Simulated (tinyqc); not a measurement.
Worked calculation: interband optics of a two-band s-p chain from momentum matrix elements. Values are carried at full precision from step to step, so a last printed digit may differ when a step is redone from the rounded ones.

H(k) = [[Es - 2 ts cos ka, 2i V sin ka], [-2i V sin ka, Ep_ + 2 tp cos ka]] in the basis s, p; the lower band is full, with two electrons a cell. The velocity operator times hbar is W = dH/dk (eV angstrom); intra-atomic dipoles are left out.

Constants: hbar^2/2m0 = 3.80998211 eV angstrom^2; e^2/(4 pi eps0) = 14.39964547 eV angstrom.

Values chosen for the exercise: a = 3.8 angstrom (period); Es = 3.9 eV (upper orbital (s)); Ep_ = -2.11 eV (lower orbital (p)); ts = 0.46 eV (s-s hopping); tp = 0.2 eV (p-p hopping); V = 0.86 eV (s-p hopping); k = 0.15 2 pi/a (wave vector); N = 12 (k points); Ar = 9.7 angstrom^2 (cross-section per chain); eta = 0.1 eV (Lorentzian half width); E = 7.26 eV (photon energy).

## Hamiltonian and velocity at one k

Form H and W = dH/dk.

H (eV):
```
          s        p
s    3.3592  1.3915i
p  -1.3915i  -1.8749
```

W (eV angstrom):
```
          s        p
s    2.8283  3.8418i
p  -3.8418i  -1.2297
```

## Matrix element between the bands

Diagonalise H, transform W, and form w = |W_cv|^2, the Kane-type energy w/c and the oscillator strength f = w/(c D), c = hbar^2/2m0, D = Ec - Ev.

Ev, Ec (eV): -2.2218  3.7062

weights:
```
        v       c
s  0.0585  0.9415
p  0.9415  0.0585
```

slopes dEv/dk, dEc/dk (eV angstrom): -2.796  4.394

w = 5.951 eV^2 angstrom^2
w/c = 1.562 eV
f = 0.263

## Transitions on the mesh

At each k_j = (j + 1/2)/N (2 pi/a) up to the zone edge give D = Ec - Ev, w = |<c|W|v>|^2 and f = w/(c D), c = hbar^2/2m0; the other half of the zone repeats the values.

Transitions:
```
k (2 pi/a)  D (eV)  w (eV^2 angstrom^2)      f
0.0417      4.8180               37.022  2.017
0.1250      5.6293               11.571  0.539
0.2083      6.5705                0.055  0.002
0.2917      7.1683                6.874  0.252
0.3750      7.3571               24.483  0.873
0.4583      7.3392               40.264  1.440
```

D runs from 4.818 to 7.357 eV on the mesh; f is largest at k = 0.0417.

## Dielectric function from the table

With w(k) = |<c|W|v>|^2 and D(k) = Ec - Ev, on the mesh k_j = (j + 1/2)/N (2 pi/a): eps(E) = 1 + (8 pi e2/(a Ar)) mean_j (w/D^2) [1/(D - E - i eta) + 1/(D + E + i eta)], e2 = e^2/(4 pi eps0); light polarised along the chains, no local fields.

Take the mean over the rows. Also eps(0) at eta = 0, and the effective electrons per cell n_eff = 2 mean(f).

eps(E) = 8.540+12.576i
eps(0) = 2.892
n_eff = 1.708

On a mesh of 2000 points the values are 9.075+13.128i, 2.893 and 1.708. n_eff need not equal the 2 electrons of the cell: a two-orbital basis with chosen hoppings does not obey the sum rule of free electrons. E lies within, or within 2 eta of, the range of transitions of the band (4.69 to 7.36 eV); their spacing on this mesh (up to 0.94 eV) exceeds eta, so eps(E) depends on where the few mesh points fall.

## Checks

- Curvature of the lower band against <v|d2H/dk2|v> - 2 w/D (eV angstrom^2): both 4.686.
- Zone mean of 2 w/D against the zone mean of <v|d2H/dk2|v>, the f-sum rule of a full band (eV angstrom^2): both 6.5077.

Computed by tinyqc, a small Python program: `OMP_NUM_THREADS=1 python tinyqc.py 1652616 1652617 out.jsonl` (the numbers bound the seed that draws the inputs); one thread of a shared host (Intel(R) Xeon(R) Processor @ 2.30GHz), about 0.02 s for the whole set of steps.
